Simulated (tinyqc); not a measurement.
# Thermal and gravitational stress in a wafer during furnace and rapid thermal processing, and the onset of slip, step by step

A worked calculation. Computed by tinyqc, a small Python program that keeps every step. Command: `OMP_NUM_THREADS=1 python tinyqc.py 3008816 3008817 out.jsonl slip walk`. One thread of a shared host (Intel(R) Xeon(R) Processor @ 2.30GHz), about 0.01 s of CPU time with the checks. Intermediate numbers are printed to about 6 digits and carried at full precision; extremes and crossings named in words are read from the listed rows.

A thin free disc in plane stress, isotropic; T(r) = T_centre + dT (r/R)^n with n = 2. Stress is positive in tension; sigma_SB = 5.670374419e-8 W/(m^2 K^4), g = 9.80665 m/s^2.

Inputs (values chosen for the exercise, modelled on silicon): wafer radius R = 100 mm; thickness t = 725 micrometre; Young's modulus E = 143 GPa; Poisson ratio nu = 0.27; expansion alpha = 4.09 1e-6/K; edge less centre temperature dT = 11 K; temperature T = 1350 K; prefactor A of the critical stress = 0.00017 MPa; energy U of the critical stress = 1.05 eV; density rho = 2330 kg/m^3; heat capacity c = 986 J/(kg K); conductivity k = 23.4 W/(m K); wafer spacing s = 13 mm; ramp rate = 11 K/min; radius of the support ring over R = 0.98.

Temperature profile: parabolic.

Constants: k_B = 8.617333262e-05 eV/K.

## Thermal stress

With x = r/R: s_rr = alpha E dT (1 - x^n)/(n + 2), s_tt = alpha E dT [1 - (n + 1) x^n]/(n + 2).

Temperature and stresses at r/R = 0, 0.3, 0.5, 0.7, 0.8, 0.9, 0.95, 1:
```
r/R   T - T_centre (K)  s_rr (MPa)  s_tt (MPa)
0.00            0.0000     1.60839     1.60839
0.30            0.9900     1.46364     1.17413
0.50            2.7500     1.20629     0.40210
0.70            5.3900     0.82028    -0.75594
0.80            7.0400     0.57902    -1.47972
0.90            8.9100     0.30559    -2.30000
0.95            9.9275     0.15682    -2.74633
1.00           11.0000     0.00000    -3.21678
```

hoop stress at the edge = -3.216785 MPa

r/R where s_tt = 0 = 0.577350

The hot edge is squeezed; the edge stress is n times that at the centre in size.

## Resolved stress round the edge

At the edge the stress is uniaxial along the tangent d = (cos phi, sin phi, 0) of a (001) wafer; the Schmid factor is the largest |(d.n)(d.b)| over the twelve {111}<110> systems.

Schmid factor and resolved stress at phi = 0, 7.5, 15, 22.5, 30, 37.5 and 45 degrees from [100]:
```
phi from [100] (degrees)  Schmid factor  resolved stress (MPa)
0.0                            0.408248                1.31325
7.5                            0.454124                1.46082
15.0                           0.482963                1.55359
22.5                           0.492799                1.58523
30.0                           0.482963                1.55359
37.5                           0.454124                1.46082
45.0                           0.408248                1.31325
```

The factor is 1/sqrt(6) = 0.408 along <100> and <110> and peaks at 0.4928 at 22.5 degrees, so slip, if any, starts at eight places between these directions.

## Slip criterion

Critical resolved stress tau_c = A exp(U/(k_B T)), a form chosen for the exercise; slip when 0.492799 |s_tt(R)| > tau_c; allowed |dT| = tau_c (n + 2)/(0.492799 n alpha E).

critical stress tau_c = 1.41344 MPa

resolved over critical stress = 1.12154

allowed |dT| = 9.80792 K

Slip is expected.

## Ramp rate in a batch furnace

In a stack heated from the rim, heat flows inward by conduction and by radiation between wafers: k_eff = k + (16/3) sigma_SB T^3 s^2/t (a diffusion estimate with the spacing as path length). A steady ramp gives the parabolic lag dT = rho c (ramp) R^2/(4 k_eff); the allowed ramp uses n = 2.

k_eff = 196.844 W/(m K)

lag of the centre = 5.34923 K

allowed ramp rate = 20.1687 K/min

Radiation carries 88 % of the inward flow. The ramp is 0.55 of the allowed one.

## Gravity

Own weight q = rho g t on a ring of radius b R, x = r/R: moments of an edge-supported plate, M_r = q R^2 (3 + nu)(1 - x^2)/16 and M_t = q R^2 [(3 + nu) - (1 + 3 nu) x^2]/16, less the uniform moment inside the ring load, q R^2 [(1 - nu)(1 - b^2) - 2 (1 + nu) ln b]/8; stress at the lower face = 6 M/t^2.

stress at the centre = 0.367509 MPa

radial stress at the ring = -0.00365833 MPa

hoop stress at the ring = 0.162062 MPa

The largest of these is 0.13 tau_c when halved for shear. Point supports give far higher local stress than a ring.

## Position of the support ring

The formulas are those given above.

Stress at the lower face (MPa):
```
b        centre  radial at ring  hoop at ring  largest in size
0.40  -0.308605       -0.370440     -0.342832         0.370440
0.50  -0.159102       -0.255720     -0.212582         0.255720
0.60  -0.030657       -0.169787     -0.107668         0.169787
0.65   0.028184       -0.135100     -0.062196         0.135100
0.70   0.084325       -0.105046     -0.020495         0.105046
0.75   0.138258       -0.079132      0.017929         0.138258
0.80   0.190379       -0.056963      0.053471         0.190379
0.90   0.290429       -0.022613      0.117155         0.290429
1.00   0.386472        0.000000      0.172553         0.386472
```

Among these rows the largest stress is least, 0.105 MPa, for a ring at 0.7 R, 3.7 times below edge support: the overhang balances the sag of the centre. All values scale as R^2/t.

## Limits against temperature

The formulas are those given above.

For the parabolic profile:
```
T (K)  tau_c (MPa)  allowed |dT| (K)  k_eff (W/(m K))  allowed ramp (K/min)
1050       18.6306           129.279          105.007               141.816
1125        8.5949            59.641          123.773                77.116
1200        4.3677            30.308          145.216                45.978
1275        2.4036            16.678          169.513                29.535
1350        1.4134             9.808          196.844                20.169
1425        0.8790             6.099          227.388                14.488
1500        0.5732             3.977          261.321                10.858
```

From 1050 to 1500 K the allowed difference falls 33 times and the allowed ramp 13 times; radiation, which grows as T^3, gives back a factor 2.49. Ramps must slow as the wafer gets hotter.

Checks made by the program: force balance: the hoop stress integrates to zero (added to the edge stress) (relative difference below 1e-10).
